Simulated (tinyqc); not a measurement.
Undoped symmetric double-gate MOSFET, analytic potential model: output curve.

An undoped body of thickness ts between two equal insulators and tied gates; long channel, electrons only, n = ni exp((psi - V)/Vt) with V the quasi-Fermi potential (0 at the source, Vd at the drain), constant mobility, no quantisation. Across the body psi(x) = V - 2 Vt ln[(ts/(2 beta)) sqrt(q ni/(2 eps0 eps_r Vt)) cos(2 beta x/ts)], x from the centre. Q is the electron charge per area of the whole body.

ni = sqrt(Nc Nv) exp(-Eg/(2 Vt)), Eg in volts; r = eps_r tox/(eox ts); V0 = dphi + 2 Vt ln[(2/ts) sqrt(2 eps0 eps_r Vt/(q ni))]. beta (between 0 and pi/2) solves (Vg - V0 - V)/(2 Vt) = ln(beta) - ln(cos beta) + 2 r beta tan(beta). Q = 8 eps0 eps_r Vt beta tan(beta)/ts; I = mu (1/L)(4 eps0 eps_r/ts)(2 Vt)^2 [g(beta_s) - g(beta_d)] per width, g = beta tan(beta) - beta^2/2 + r beta^2 tan^2(beta), with beta_s at V = 0 and beta_d at V = Vd.

Parameters, values chosen for the exercise; material values close to those of germanium:

| symbol | value | unit | meaning |
|---|---|---|---|
| T | 300 | K | temperature |
| Eg | 0.657 | eV | band gap |
| eps_r | 16.3 |  | relative permittivity of the semiconductor |
| Nc | 1.05e19 | cm^-3 | conduction-band density of states at T |
| Nv | 6.07e18 | cm^-3 | valence-band density of states at T |
| eox | 7.17 |  | relative permittivity of the gate insulator |
| tox | 4.2 | nm | insulator thickness |
| ts | 20 | nm | body thickness |
| dphi | -0.02 | V | gate work function less that of the intrinsic body |
| mu | 180 | cm^2/(V s) | channel mobility |
| L | 0.5 | um | gate length |
| Vg | 0.55 | V | gate voltage |

Constants: q = 1.602176634e-19 C, kB = 1.380649e-23 J/K, Vt = kB T/q, eps0 = 8.8541878128e-14 F/cm where lengths are in cm. Results are converted to the units shown.

Result of one run:
```
Qd (nC/cm^2)   Qd/Qs  I (uA/um)
306.5         0.4354      30.59
```

Which drain voltage Vd gave this result: 0.06, 0.11, 0.17, 0.34 or 0.39 V?

Vd = 0.17 V.

The whole series:
```
Vd (V)  Qd (nC/cm^2)     Qd/Qs  I (uA/um)
0.06           556.7    0.7908      13.60
0.11           439.1    0.6238      22.56
0.17           306.5    0.4354      30.59
0.23           187.1    0.2658      35.89
0.28           103.1    0.1464      38.48
0.34           32.52   0.04619      39.87
0.39           7.230   0.01027      40.18
0.45          0.7931  0.001127      40.25
0.5           0.1160  1.648e-4      40.26
```

The current rises from 13.6 to 40.3 uA/um, while the charge at the drain end falls from 0.79 to 1.6e-4 of that at the source. The current first comes within 1 % of its last value at Vd = 0.34 V among the rows. Over the last rows Qd falls by a factor of e for each Vt of drain voltage: the drain end is in weak inversion. In every row the surface density at the source passes 0.3 Nc, where Boltzmann statistics fail.

tinyqc, about 0.01 s, one thread, Intel Xeon 2.30GHz (shared host): `OMP_NUM_THREADS=1 python tinyqc.py 2440088 2440089 out.jsonl`
